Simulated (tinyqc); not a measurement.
Worked calculation: plane-wave Kohn-Sham cycle with exchange-only LDA in a layered model solid. Computed by tinyqc, a small Python program that keeps every step. Settings: points = 16, plane-wave index or count = 2, electrons = 2, k points = 1, area = 20.0, mixing = 0.5, iteration cap = 61. Command: `OMP_NUM_THREADS=1 python tinyqc.py 26462 26463 out.jsonl` (the two numbers bound the seeds that draw the settings). One thread of a shared host (Intel(R) Xeon(R) Processor @ 2.60GHz), about 0.01 s of CPU time with the checks. Later iterations appear only in the table of the cycle.

## Iteration 1: potential

A solid whose potential varies along x alone (atomic units):
```
parameter                      value
period a                    8.000000
cross-section of the cell  20.000000
electrons per cell                 2
grid points                       16
plane waves -n..n, n               2
k points                           1
V1 in V1 cos(2 pi x/a)     -0.620000
V2 in V2 cos(4 pi x/a)      0.010000
```

density at the start, on the grid x_j = j a/N (e/bohr^3): 0.01250000  0.01250000  0.01250000  0.01250000  0.01250000  0.01250000  0.01250000  0.01250000  0.01250000  0.01250000  0.01250000  0.01250000  0.01250000  0.01250000  0.01250000  0.01250000

V_H(G) = 4 pi rho(G)/G^2 for G != 0 (uniform background); v_x = -(3 rho/pi)^(1/3); V = V_ext + V_H + v_x; Fourier components f(G_m) = (1/N) sum_j f(x_j) exp(-i G_m x_j).

Potentials on the grid (hartree):
```
x             V_ext       V_H        v_x          V
0.000000  -0.610000  0.000000  -0.228539  -0.838539
0.500000  -0.565734  0.000000  -0.228539  -0.794273
1.000000  -0.438406  0.000000  -0.228539  -0.666945
1.500000  -0.244335  0.000000  -0.228539  -0.472874
2.000000  -0.010000  0.000000  -0.228539  -0.238539
2.500000   0.230193  0.000000  -0.228539   0.001654
3.000000   0.438406  0.000000  -0.228539   0.209867
3.500000   0.579876  0.000000  -0.228539   0.351337
4.000000   0.630000  0.000000  -0.228539   0.401461
4.500000   0.579876  0.000000  -0.228539   0.351337
5.000000   0.438406  0.000000  -0.228539   0.209867
5.500000   0.230193  0.000000  -0.228539   0.001654
6.000000  -0.010000  0.000000  -0.228539  -0.238539
6.500000  -0.244335  0.000000  -0.228539  -0.472874
7.000000  -0.438406  0.000000  -0.228539  -0.666945
7.500000  -0.565734  0.000000  -0.228539  -0.794273
```

V(G_m), m = 0, 1, 2, ... (hartree): -0.228539  -0.310000  0.005000  0.000000  0.000000

## Iteration 1: Hamiltonian at one k

k = 0.000000 2 pi / a

H(m,m') = (k + G_m)^2/2 delta + V(G_m - G_m'), with V(-G) = V(G).

H (hartree):
```
           -2         -1         +0         +1         +2
-2   1.005161  -0.310000   0.005000   0.000000   0.000000
-1  -0.310000   0.079886  -0.310000   0.005000   0.000000
+0   0.005000  -0.310000  -0.228539  -0.310000   0.005000
+1   0.000000   0.005000  -0.310000   0.079886  -0.310000
+2   0.000000   0.000000   0.005000  -0.310000   1.005161
```

## Iteration 1: levels at that k

Diagonalise the Hermitian matrix.

eigenvalues (hartree): -0.557393  -0.018951  0.303767  1.098999  1.115134

## Iteration 1: new density

Motion across x is left out: the lowest 1 band(s) hold two electrons at each of the k points (j + 1/2)/nk - 1/2. Residual R = rho(out) - rho(in); rho(new) = rho(in) + 0.5 R. rho(out) = 2/(a A nk) sum |psi|^2 with psi = sum c exp(i G x). Harris energy E = band energy - dV sum rho (V_H/2 + v_x) + (3/4) dV sum rho v_x with rho(in), dV = a A/N, band energy = (2/nk) sum of the filled levels.

rho(out) (e/bohr^3): 0.04054181  0.03566065  0.02418728  0.01255270  0.00498132  0.00158089  0.00048265  0.00020577  0.00015568  0.00020577  0.00048265  0.00158089  0.00498132  0.01255270  0.02418728  0.03566065

density after iteration 1 (e/bohr^3): 0.02652090  0.02408032  0.01834364  0.01252635  0.00874066  0.00704044  0.00649133  0.00635288  0.00632784  0.00635288  0.00649133  0.00704044  0.00874066  0.01252635  0.01834364  0.02408032

energy per cell = -1.00051571 hartree

## Iteration 2: potential

As before.

Potentials on the grid (hartree):
```
x             V_ext        V_H        v_x          V
0.000000  -0.610000   0.209822  -0.293666  -0.693843
0.500000  -0.565734   0.188461  -0.284366  -0.661639
1.000000  -0.438406   0.131606  -0.259708  -0.566509
1.500000  -0.244335   0.056395  -0.228700  -0.416639
2.000000  -0.010000  -0.019461  -0.202849  -0.232310
2.500000   0.230193  -0.084066  -0.188737  -0.042610
3.000000   0.438406  -0.131816  -0.183697   0.122893
3.500000   0.579876  -0.160790  -0.182381   0.236705
4.000000   0.630000  -0.170479  -0.182142   0.277379
4.500000   0.579876  -0.160790  -0.182381   0.236705
5.000000   0.438406  -0.131816  -0.183697   0.122893
5.500000   0.230193  -0.084066  -0.188737  -0.042610
6.000000  -0.010000  -0.019461  -0.202849  -0.232310
6.500000  -0.244335   0.056395  -0.228700  -0.416639
7.000000  -0.438406   0.131606  -0.259708  -0.566509
7.500000  -0.565734   0.188461  -0.284366  -0.661639
```

V(G_m), m = 0, 1, 2, ... (hartree): -0.221043  -0.243274  0.006043  0.000456  0.000384

## Iteration 2: Hamiltonian at one k

k = 0.000000 2 pi / a

As before.

H (hartree):
```
           -2         -1         +0         +1         +2
-2   1.012658  -0.243274   0.006043   0.000456   0.000384
-1  -0.243274   0.087382  -0.243274   0.006043   0.000456
+0   0.006043  -0.243274  -0.221043  -0.243274   0.006043
+1   0.000456   0.006043  -0.243274   0.087382  -0.243274
+2   0.000384   0.000456   0.006043  -0.243274   1.012658
```

## Iteration 2: levels at that k

As before.

eigenvalues (hartree): -0.452998  0.021389  0.258272  1.072224  1.080151

## Iteration 2: new density

As before.

rho(out) (e/bohr^3): 0.03778350  0.03370870  0.02391951  0.01350602  0.00614183  0.00236630  0.00088833  0.00041898  0.00031716  0.00041898  0.00088833  0.00236630  0.00614183  0.01350602  0.02391951  0.03370870

density after iteration 2 (e/bohr^3): 0.03215220  0.02889451  0.02113158  0.01301618  0.00744125  0.00470337  0.00368983  0.00338593  0.00332250  0.00338593  0.00368983  0.00470337  0.00744125  0.01301618  0.02113158  0.02889451

energy per cell = -0.85662403 hartree

## Convergence

Stop when sqrt(dV sum R^2) is below 1e-8, dV = a A/N.

Course of the cycle:
```
iteration  E (hartree)  norm of the residual
1          -1.00051571              1.80e-01
2          -0.85662403              7.76e-02
3          -0.82978941              3.19e-02
4          -0.82583928              1.32e-02
5          -0.82539196              5.80e-03
6          -0.82537408              2.74e-03
7          -0.82538550              1.37e-03
8          -0.82539106              7.14e-04
9          -0.82539293              3.77e-04
10         -0.82539349              2.00e-04
11         -0.82539364              1.07e-04
...                ...                   ...
16         -0.82539370              4.33e-06
17         -0.82539370              2.27e-06
18         -0.82539370              1.18e-06
19         -0.82539370              6.17e-07
20         -0.82539370              3.21e-07
21         -0.82539370              1.67e-07
22         -0.82539370              8.68e-08
23         -0.82539370              4.51e-08
24         -0.82539370              2.34e-08
25         -0.82539370              1.22e-08
26         -0.82539370              6.30e-09
```

Converged in 26 iterations. Before convergence this energy mixes input and output and is not variational, so it may rise towards its limit.
